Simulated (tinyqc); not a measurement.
From residual resistance ratio back to residual resistivity rho_0: Bloch-Grueneisen resistivity of a metal. Computed by tinyqc, a small Python program. Command: `OMP_NUM_THREADS=1 python tinyqc.py 3018342 3018343 out.jsonl bg inv`. One thread of a shared host (Intel(R) Xeon(R) Processor @ 2.30GHz), about 0.01 s of CPU time with the checks.

Electrons scatter from a Debye spectrum of phonons (n = 5 for scattering within one band, n = 3 for scattering into a second, heavy band) and from static defects.

Inputs (values chosen for the exercise, modelled on nickel):
```
quantity                      value  unit
exponent n                        3     -
Debye temperature Theta         393     K
transport coupling lambda_tr   0.22     -
Drude plasma energy hbar w_p    5.8    eV
temperature T                   400     K
```

Addition: none.

Constants: k_B = 1.380649e-23 J/K; hbar = 1.054571817e-34 J s; eps_0 = 8.8541878128e-12 F/m; hbar = 6.582119569e-16 eV s; k_B = 8.617333262e-05 eV/K.

Method:
- J_n(y) = int_0^y x^n e^x/(e^x - 1)^2 dx, by 96 Gauss-Legendre points (upper limit at most 60).
- rho_ph = (n - 1) rho_1 (T/Theta)^n J_n(Theta/T), with rho_1 = 2 pi lambda_tr k_B Theta/(hbar eps_0 w_p^2), the high-temperature line at T = Theta.
- Matthiessen's rule: rho = rho_0 + rho_ph.
- Temperature coefficient (1/rho) d rho/dT by a central difference of +/- 0.5 K; residual ratio rho(295 K)/rho(4.2 K); scattering time tau = 1/(eps_0 w_p^2 rho); Wiedemann-Franz kappa = L_0 T/rho, L_0 = (pi^2/3)(k_B/e)^2.

Problem. A run gave the result below. Find the residual resistivity rho_0, known to lie between 0.88 and 1.4 microohm cm.

residual resistance ratio = 8.380487

Solution.

Each step takes the trial c = (a f_b - b f_a)/(f_b - f_a), f being the result less the target and a, b, c the logarithms of the listed values; c replaces end b, the old b replaces a if the sign of f changed, and otherwise f_a is halved.

Scan of the range:
```
residual resistivity rho_0 (microohm cm)  residual resistance ratio
0.880                                                       9.20643
0.951                                                       8.59387
1.030                                                       8.01153
1.110                                                       7.50628
1.200                                                       7.01838
1.300                                                       6.55549
1.400                                                       6.15872
```

False position (Illinois rule, in the logarithm of the input) inside the bracket:
```
step     end a    end b     trial  residual resistance ratio
1     0.951000  1.03000  0.979218                    8.37508
2     0.951000  0.97922  0.977837                    8.38549
3     0.979218  0.97784  0.978500                    8.38049
4     0.977837  0.97850  0.978500                    8.38049
```

Residual resistance ratio falls at every point of a 13-point scan of the range (every second point is shown), so one value fits; it is bracketed by 0.951 and 1.03. Answer: residual resistivity rho_0 = 0.9785 microohm cm.

Caution: scattering from magnetic disorder, left out here, raises the resistivity of this ferromagnet well above the phonon value.
